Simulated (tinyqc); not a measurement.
# Via and link resistance from two via chains

Question. A chain of 5000 vias joined by 5000 metal links has R = 5000 (Rv + Rlink), with Rlink proportional to the link length. Find Rv, Rlink for length L, and the value of Rv that the short chain would give if the links were ignored.

resistance of chains of 5000 links with link lengths L and 3 L (ohm): 2.385e5  2.555e5

Answer. R per link is a straight line in the link length; its intercept at zero length is Rv.

Rv = 46.0 ohm
Rlink = 1.70 ohm
Rv without correction = 47.7 ohm

tinyqc, about 0.01 s, one thread, Intel Xeon 2.30GHz (shared host): `OMP_NUM_THREADS=1 python tinyqc.py 2750024 2750025 out.jsonl`
